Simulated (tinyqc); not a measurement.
Non-radiative capture by multiphonon emission, one effective mode: one step, computed by the program tinyqc.

The initial state (free carrier plus empty centre) lies dE above the final state; both have the same frequency and are displaced by dQ.

Task: Scaled coefficient, cross-section and lifetime. Sommerfeld factor of a repulsive centre: s(k) = 2 pi nu/(exp(2 pi nu) - 1), nu = sqrt(Ry*/E), Ry* = Ry m/eps^2, averaged over (2/sqrt(pi)) sqrt(x) exp(-x) dx with x = E/k_B T = t^2 (trapezoid, t to 6 in steps of 0.01). C = s C_0; v = sqrt(3 k_B T/m); sigma = C/v; tau = 1/(C N_t).

Inputs (values chosen for the exercise, with mass, screening and phonons like those of InP):
```
quantity                 value   unit
carrier mass m           0.622    m_0
dielectric constant eps   12.3      -
temperature T              400      K
defect density N_t       3e+13  cm^-3
```

Centre: repulsive.

C_0 = 7.678079e-08 cm^3/s

Constants: Ry = 13.605693123 eV; k_B = 8.617333262e-05 eV/K; k_B = 1.380649e-23 J/K; m_0 = 9.1093837015e-31 kg.

Give: Sommerfeld factor s; capture coefficient C; thermal velocity v; cross-section sigma; capture time.

Result:

Sommerfeld factor s = 0.01630

capture coefficient C = 1.252e-09 cm^3/s

thermal velocity v = 1.710e+07 cm/s

cross-section sigma = 7.321e-17 cm^2

capture time = 2.663e-05 s
